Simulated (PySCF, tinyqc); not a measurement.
CCSD on RHF in the sto-3g basis, for H3+, spin multiplicity 1, step by step. The lowest restricted solution is unstable here: a spin-polarised one lies 0.0048 hartree lower (PySCF). One step of it, computed by the program tinyqc.

Question. Iteration 9 (converged): orbitals. Diagonalise F' = X^T F X, C = X C', fill 1 alpha and 1 beta electrons from the bottom; D = 2 C_occ C_occ^T. Each column has its largest component positive (the first on a tie).

converged F (hartree):
```
           1H 1s      2H 1s      3H 1s
1H 1s  -0.674287  -0.523180  -0.523180
2H 1s  -0.523180  -0.494624  -0.182984
3H 1s  -0.523180  -0.182984  -0.494624
```

X:
```
           1H 1s      2H 1s      3H 1s
1H 1s   1.155931  -0.245729  -0.245729
2H 1s  -0.245729   1.075447   0.038571
3H 1s  -0.245729   0.038571   1.075447
```

Give: F' = X^T F X; orbital energies; coefficients C; D after iteration 9.

Answer.

F' = X^T F X (hartree):
```
         1        2        3
1  -0.3884  -0.3599  -0.3599
2  -0.3599  -0.3423  -0.0072
3  -0.3599  -0.0072  -0.3423
```

orbital energies (hartree): MO1 -0.8782, MO2 -0.3350, MO3 0.1404

coefficients C:
```
          MO1      MO2      MO3
1H 1s  0.5918   0.0000   1.0520
2H 1s  0.3692   0.7332  -0.7379
3H 1s  0.3692  -0.7332  -0.7379
```

D after iteration 9:
```
        1H 1s   2H 1s   3H 1s
1H 1s  0.7005  0.4370  0.4370
2H 1s  0.4370  0.2727  0.2727
3H 1s  0.4370  0.2727  0.2727
```
